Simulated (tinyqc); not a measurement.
What each setting does: recursion (Haydock) method for the local density of states: surface site of a square lattice.

One orbital a site at energy 0, hopping -t to the 4 nearest neighbours of a square lattice; the start u0 is a site in the outermost layer of a half crystal, with energy V. Recursion: a_n = <u_n|H|u_n>, b_(n+1) u_(n+1) = (H - a_n) u_n - b_n u_(n-1), b > 0. G(z) = 1/(z - a0 - b1^2/(z - a1 - b2^2/(...))), z = E + i eta. After n levels the tail is b_n^2 T with the square-root terminator T = (z - sqrt(z - 2b) sqrt(z + 2b))/(2 b^2), b = 2t so that the band edges lie at -/+ 4t.

Parameters, chosen for this exercise: t = 1.38 eV (hopping); V = 0 eV (shift of the starting site); n = 5 (levels kept); E = 0.82 eV (energy); eta = 0.069 eV (broadening).

G at z = E + i eta with n levels and terminator.

One parameter was then changed.

Results before and after:
```
case     Re G (1/eV)  density (1/eV)
base          0.0998          0.1380
changed       0.0836          0.1266
```

Which of these changes was made? (a) n = 6; (b) V = 0.5 eV; (c) eta = 0.138 eV; (d) t = 1.518 eV; (e) E = 1.1 eV.

Answer: (d) t = 1.518 eV. Of the candidates, run in turn, only this one gives the changed row.

All candidates:
```
case            Re G (1/eV)  density (1/eV)
base                 0.0998          0.1380
t = 1.518 eV         0.0836          0.1266
V = 0.5 eV           0.0009          0.1453
n = 6                0.0949          0.1389
E = 1.1 eV           0.1282          0.1335
eta = 0.138 eV       0.0966          0.1356
```

Program tinyqc; command `OMP_NUM_THREADS=1 python tinyqc.py 1451348 1451349 out.jsonl`; about 0.01 s on one thread of a shared Intel(R) Xeon(R) Processor @ 2.30GHz.
